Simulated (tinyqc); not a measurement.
# Fixed charge and work-function difference from two thicknesses

Problem. With a fixed charge q Nf at the interface, Vfb = phi_ms - q Nf tox/(eps0 eox). Find Nf and phi_ms.

Parameters, values chosen for the exercise: relative permittivity of the gate insulator (close to silicon dioxide) eox = 3.9.

Constants: q = 1.602176634e-19 C, eps0 = 8.8541878128e-14 F/cm where lengths are in cm. Results are converted to the units shown.

Vfb at tox = 13 and 42 nm (V): [-0.66317736, -0.71027109]

Answer. Vfb is a straight line in tox: the slope gives Nf and the intercept at zero thickness phi_ms.

Nf = 3.50e10 cm^-2
phi_ms = -0.642 V

tinyqc, about 0.01 s, one thread, Intel Xeon 2.30GHz (shared host): `OMP_NUM_THREADS=1 python tinyqc.py 2060162 2060163 out.jsonl`
